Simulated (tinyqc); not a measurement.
# Surface Green function of a two-leg ladder, Sancho-Rubio decimation: densities of states against energy

A semi-infinite lead of cells 0, 1, 2, ... with H0 inside a cell and H1 = <cell i|H|cell i + 1>. One rung (site 1 on leg a, site 2 on leg b) is a cell; all hoppings enter with a minus sign. z = E + i eta.

Start with e_s = e = H0, a = H1, b = H1^dagger. Each round: g = (z - e)^(-1); e_s <- e_s + a g b; e <- e + a g b + b g a; a <- a g a; b <- b g b (all with the old a, b). Round k joins cells 2^k apart. Stop when the largest entry of the matrices a and b is below 1e-12 eV; g_s = (z - e_s)^(-1), bulk (z - e)^(-1), density of states -Im Tr/pi. Here eta = 0.01 eV. Open modes are the crossings of E with the bands of H0 + H1 exp(ik) + H1^dagger exp(-ik) for 0 < k < pi.

H0 (eV):
```
	1	2
1	0	-2.16
2	-2.16	1.78
```

H1 (eV):
```
	1	2
1	-2.9	-0.66
2	0	-1.27
```

Result of one run:
```
E (eV)	open modes	rounds	surface (1/eV)	bulk (1/eV)
-5.01	1	14	0.085390	0.073939
```

What becomes of these results when the energy E is changed from -5.01 to 0.51 eV, all else the same?

Result of the changed run:
```
E (eV)	open modes	rounds	surface (1/eV)	bulk (1/eV)
0.51	2	14	0.15279	1.1577
```

The whole series:
```
E (eV)	open modes	rounds	surface (1/eV)	bulk (1/eV)
-7.77	0	6	2.6043e-4	8.4843e-4
-6.39	1	13	0.051648	0.11962
-5.01	1	14	0.085390	0.073939
-3.63	1	14	0.10399	0.062709
-2.25	1	14	0.11562	0.059447
-0.87	1	14	0.12334	0.061180
0.51	2	14	0.15279	1.1577
1.89	2	14	0.30096	0.22055
3.27	2	14	0.23064	0.42265
4.65	1	14	0.16968	0.10734
6.03	1	13	0.099550	0.14779
7.41	0	6	4.6836e-4	0.0011471
```

The bands of the infinite lead run over -7.06 to 3.39, 0.502 to 6.73 eV. The rounds lie between 6 and 14, 6.0 on average outside the bands and 13.8 inside. The surface density of states is largest at E = 1.89 eV among the rows (0.301 1/eV, bulk 0.221).

tinyqc, about 0.06 s, one thread, Intel Xeon 2.30GHz (shared host): `OMP_NUM_THREADS=1 python tinyqc.py 2680017 2680018 out.jsonl`
